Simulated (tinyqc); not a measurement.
Comparisons within one model: static screening by free carriers. A value that a table varies takes the place of the one given here.

kF = (3 pi^2 n/Mv)^(1/3), EF = c kF^2/m with c = hbar^2/2m0, n in 1/angstrom^3 (1e-24 per 1/cm^3), e2 = e^2/(4 pi eps0). Thomas-Fermi: qTF^2 = 6 pi e2 n/(eps EF). Debye: qD^2 = 4 pi e2 n/(eps kB T).

F_j(eta) = (1/Gamma(j + 1)) integral_0^infinity x^j dx/(1 + exp(x - eta)), which tends to exp(eta) for eta << 0.

At finite T: qs^2 = qD^2 F_-1/2(eta)/F_1/2(eta), where n = Mv N F_1/2(eta) and N = 2 (m kB T/(4 pi c))^(3/2) with c = hbar^2/2m0, in 1/angstrom^3; times 1e24 for 1/cm^3.

Donor in the screened potential -(e2/eps) exp(-qs r)/r with the trial function exp(-r/a): E(a) = c/(m a^2) - (e2/eps) 4/(a (2 + qs a)^2), e2 = e^2/(4 pi eps0), c = hbar^2/2m0; isotropic mass.

Lindhard at zero temperature: eps(q)/eps = 1 + (qTF/q)^2 L(x), x = q/(2 kF), L(x) = 1/2 + ((1 - x^2)/(4x)) ln|(1 + x)/(1 - x)|.

Constants: hbar^2/2m0 = 3.80998211 eV angstrom^2; e^2/(4 pi eps0) = 14.39964547 eV angstrom; kB = 8.617333262e-05 eV/K; a0 (Bohr radius) = 0.5291772105 angstrom.

Parameters, chosen for this exercise (near those of GaN; shifted at random, so the results belong to these values and not to a real crystal): m = 0.198 m0 (mass of one isotropic valley); Mv = 1 (valleys); eps = 9.54 (background dielectric constant); T = 400 K; n = 7.1e+18 1/cm^3 (carrier density).

## Screening unbinds the donor

All carriers n are taken as free and screen with qs(T); E(a) is minimised over a; a dash marks no bound state. aB = a0 eps/m.

Donor level:
```
n (1/cm^3)  n^(1/3) aB  qs aB  E (meV)   a/aB
5.0e+14          0.020  0.013   -28.82  1.000
4.0e+15          0.040  0.038   -27.42  1.001
2.0e+16          0.069  0.084   -24.90  1.005
6.0e+16          0.100  0.146   -21.82  1.014
2.0e+17          0.149  0.265   -16.61  1.042
4.0e+17          0.188  0.371   -12.68  1.080
1.0e+18          0.255  0.569    -6.85  1.190
3.0e+18          0.368  0.907    -0.87  1.642
```

aB = 25.5 angstrom

What can be read from the table?

The level rises from -28.82 meV at the lowest density to -0.87 meV at 3e+18 1/cm^3, against -29.60 meV unscreened. It stays bound over this range. This trial function loses binding at qs aB = 1 and the exact Yukawa problem at 1.19; the Mott rule of thumb is n^(1/3) aB = 0.26, which the last bound row of this table passes: the rule belongs to low temperature, and thermal carriers screen more weakly.

## From Debye to Thomas-Fermi

Screening lengths (angstrom):
```
n (1/cm^3)    eta  Debye  Thomas-Fermi  finite T
1.0e+16     -5.83  426.3         54.81     426.5
7.0e+16     -3.88  161.1         39.63     161.7
3.0e+17     -2.40  77.83         31.10     79.03
1.0e+18     -1.12  42.63         25.44     44.77
5.0e+18      0.89  19.06         19.46     23.34
2.0e+19      3.70  9.532         15.44     15.97
7.0e+19      8.98  5.095         12.53     12.60
2.0e+20     18.23  3.014         10.52     10.53
```

How do the results move?

Debye is within 5 % of the finite-T length up to 1e+18 1/cm^3 of the densities listed and Thomas-Fermi from 2e+19 on. The length goes as n^-0.50 at the low end and n^-0.17 at the high end, against the limits -1/2 and -1/6. Both limits give too short a length.

## Static response in three, two and one dimensions

kF = 0.0594602 1/angstrom
qTF = 0.0544912 1/angstrom

x = q/(2 kF). Response over its long-wave value: L3 as above; L2 = 1 for x <= 1 and 1 - sqrt(1 - 1/x^2) beyond; L1 = ln|(1 + x)/(1 - x)|/(2x).

Response:
```
x         L3     L2     L1  eps(q)/eps, Lindhard 3D  Thomas-Fermi
0.099  0.997  1.000  1.003                    22.35         22.42
0.297  0.970  1.000  1.031                    3.309         3.380
0.494  0.914  1.000  1.096                    1.787         1.860
0.692  0.821  1.000  1.231                    1.360         1.438
0.890  0.666  1.000  1.598                    1.177         1.265
0.969  0.565  1.000  2.142                    1.126         1.224
1.009  0.476  0.867  2.680                    1.098         1.206
1.088  0.366  0.606  1.455                    1.065         1.177
1.286  0.236  0.371  0.808                    1.030         1.127
1.582  0.146  0.225  0.471                    1.012         1.084
2.176  0.074  0.112  0.228                    1.003         1.044
```

What does this show, and why?

Next to x = 1 the table has L3 = 0.565 and 0.476, L2 = 1.000 and 0.867, L1 = 2.142 and 2.680: an infinite slope in 3D, a kink in 2D and a logarithmic peak in 1D, where the whole Fermi surface is joined by 2 kF. These features give Friedel oscillations of period pi/kF = 52.8 angstrom at zero temperature; they wash out once kT nears EF, so this table, for T = 0, describes the gas only where EF is well above kT. Thomas-Fermi overstates eps(q) by 4.1 % at x = 0.494 and by 7.1 % at x = 1.582.

## What sets the screening length

All results formed anew. Each row changes one parameter from the base and keeps the others.

Results:
```
case                 Debye (angstrom)  Thomas-Fermi (angstrom)  finite T (angstrom)
base                            16.00                    18.35                20.85
n = 1.42e+19 1/cm^3             11.31                    16.35                17.27
m = 0.2574 m0                   16.00                    16.10                19.46
eps = 11.448                    17.53                    20.10                22.84
T = 460 K                       17.16                    18.35                21.51
Mv = 2                          16.00                    14.57                18.65
```

What does this show?

The largest shifts from the base row, up to three for each result and ties (the steps differ in size, so this ranks the rows, not the parameters). Debye (angstrom): n -4.69, eps +1.53, T +1.16; unchanged at the printed digits by m and Mv. Thomas-Fermi (angstrom): Mv -3.79, m -2.26, n -2.00; unchanged at the printed digits by T. finite T (angstrom): n -3.58, Mv -2.20, eps +1.99.

(tinyqc, `OMP_NUM_THREADS=1 python tinyqc.py 1682662 1682663 out.jsonl`, Intel(R) Xeon(R) Processor @ 2.30GHz, 1 thread, shared host, about 0.01 s.)
